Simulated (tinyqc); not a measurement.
# Inductance and parasitic capacitance from two readings

Inverse problem. A loss-free coil L in parallel with C shows the apparent inductance L/(1 - w^2 L C), w = 2 pi f. Find L, C and the self-resonance 1/(2 pi sqrt(L C)).

apparent inductance at 1.7 and 3.5 GHz (nH): [9.0016103, 17.965082]

Answer. The inverse of the reading is 1/L - w^2 C, a straight line in w^2.

L = 7.800 nH
C = 150.0 fF
self-resonance = 4.653 GHz

Numbers from tinyqc (`OMP_NUM_THREADS=1 python tinyqc.py 2302085 2302086 out.jsonl`; about 0.01 s on one thread of a shared Intel Xeon 2.30GHz).
